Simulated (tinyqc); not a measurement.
From resistivity rho back to bulk mean free path lambda: size effects in the resistivity of thin metal films and interconnect lines. Computed by tinyqc, a small Python program. Command: `OMP_NUM_THREADS=1 python tinyqc.py 3006341 3006342 out.jsonl size inv`. One thread of a shared host (Intel(R) Xeon(R) Processor @ 2.30GHz), about 0.02 s of CPU time with the checks.

Electrons lose their drift at surfaces (a share 1 - p of the hits) and at grain boundaries (reflection R), besides bulk scattering.

Inputs (values chosen for the exercise, modelled on ruthenium):
```
quantity                     value         unit
bulk resistivity rho_b        8.06  microohm cm
specularity p                    0            -
grain-boundary reflection R   0.51            -
film thickness h                46           nm
grain size over thickness     0.92            -
```

Geometry: film.

Method:
- D = (ratio) h.
- Mayadas-Shatzkes: alpha = (lambda/D) R/(1 - R); rho_b/rho = 1 - 3 alpha/2 + 3 alpha^2 - 3 alpha^3 ln(1 + 1/alpha).
- Fuchs-Sondheimer film: rho_b/rho = 1 - (3/(2 kappa))(1 - p) int_0^1 (s - s^3)(1 - exp(-kappa/s))/(1 - p exp(-kappa/s)) ds, f = rho/rho_b, kappa = thickness/lambda, 80 Gauss-Legendre points.
- Both together (Mayadas-Shatzkes film): rho_b/rho = (rho_b/rho of the grains alone) - (6/(pi kappa))(1 - p) int_0^(pi/2) dphi int_0^1 ds (cos^2 phi/H^2)(s - s^3)(1 - exp(-kappa H/s))/(1 - p exp(-kappa H/s)), H = 1 + alpha/(cos phi sqrt(1 - s^2)), 40 x 80 Gauss-Legendre points.
- Sheet resistance rho/h; additive estimate rho_b (f_surface + f_grain - 1).

Task: A run gave the result below. Find the bulk mean free path lambda, known to lie between 3.3 and 13 nm.

resistivity rho = 10.37553 microohm cm

Result:

Each step takes the trial c = (a f_b - b f_a)/(f_b - f_a), f being the result less the target and a, b, c the logarithms of the listed values; c replaces end b, the old b replaces a if the sign of f changed, and otherwise f_a is halved.

Scan of the range:
```
bulk mean free path lambda (nm)  resistivity rho (microohm cm)
3.30                                                    9.2339
4.15                                                    9.5315
5.21                                                    9.9008
6.55                                                   10.3655
8.23                                                   10.9455
10.30                                                  11.6571
13.00                                                  12.5817
```

False position (Illinois rule, in the logarithm of the input) inside the bracket:
```
step    end a    end b    trial  resistivity rho (microohm cm)
1     6.55000  8.23000  6.57593                        10.3745
2     8.23000  6.57593  6.57868                        10.3754
3     8.23000  6.57868  6.57926                        10.3756
4     6.57868  6.57926  6.57900                        10.3755
```

Resistivity rho rises at every point of a 13-point scan of the range (every second point is shown), so one value fits; it is bracketed by 6.55 and 8.23. Answer: bulk mean free path lambda = 6.579 nm.
